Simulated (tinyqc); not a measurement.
MOS inversion layer, Poisson-Schroedinger loop: one step of the calculation.

Electrons confined at an insulator interface at z = 0, treated as a hard wall; parabolic valleys, Hartree approximation, no image or exchange terms. The depletion charge lies far deeper than the electrons and gives a uniform field q Nd/(eps0 eps_r); the gate balances all charge. Energies are counted from the band edge at the interface.

Problem. Converged levels, occupations and centroid. Tridiagonal Hamiltonian with psi = 0 one step beyond both ends: H_ii = C (1/m_(i-1/2) + 1/m_(i+1/2))/hz^2 + V0_i + U_i, H_(i,i+1) = -C/(m_(i+1/2) hz^2), C = hbar^2/(2 m0). The lowest 2 level(s) are kept, normalised to hz sum |psi|^2 = 1. The mass is the same on all intervals.

Level k holds N_k = D_k Vt ln(1 + exp((EF - E_k)/Vt)) with D = 3 md1 m0 q/(pi hbar^2) per eV (spin included); EF is fixed by sum N_k = Ns.

Solve for the levels with V0 + U, find EF, n_i = sum_k N_k |psi_k|^2 (in cm^-3); share of each level N_k/Ns; centroid sum n z/sum n.

Parameters, values chosen for the exercise; masses and permittivity close to those of 4H silicon carbide (0001): temperature T = 300 K; mass along z of valley set A (3 valley(s)) mz1 = 0.328 m0; in-plane density-of-states mass of set A md1 = 0.425 m0; sheet density of electrons Ns = 5.7e12 cm^-2; mesh step hz = 0.65 nm.

Constants: q = 1.602176634e-19 C, kB = 1.380649e-23 J/K, hbar = 1.054571817e-34 J s, m0 = 9.1093837015e-31 kg, Vt = kB T/q, hbar^2/(2 m0) = 0.0380998212 eV nm^2. Results are converted to the units shown.

```
node,z (nm),fixed potential V0 (eV),converged U (eV)
1,0.65,0.01331072,0.06897365
2,1.3,0.02662143,0.12782836
3,1.95,0.03993215,0.16708897
4,2.6,0.05324287,0.18907667
5,3.25,0.06655358,0.20029130
6,3.9,0.07986430,0.20585671
7,4.55,0.09317502,0.20865109
8,5.2,0.10648573,0.21007217
9,5.85,0.11979645,0.21078494
10,6.5,0.13310717,0.21112667
11,7.15,0.14641788,0.21127966
12,7.8,0.15972860,0.21134259
13,8.45,0.17303932,0.21136597
14,9.1,0.18635003,0.21137356
15,9.75,0.19966075,0.21137554
16,10.4,0.21297147,0.21137585
```

Give: levels; EF; shares; n; centroid.

Solution.

levels (eV): A1 0.2482, A2 0.3394
EF = 0.2299 eV
shares (%): A1 96.53, A2 3.47

```
node,n (1e19 cm^-3)
1,1.287
2,2.491
3,2.196
4,1.370
5,0.718
6,0.352
7,0.175
8,0.090
9,0.047
10,0.024
11,0.011
12,0.005
13,0.002
14,0.001
15,0.000
16,0.000
```

centroid = 1.992 nm

Program tinyqc, `OMP_NUM_THREADS=1 python tinyqc.py 2160018 2160019 out.jsonl`; Intel Xeon 2.30GHz, shared host, one thread, about 0.5 s.
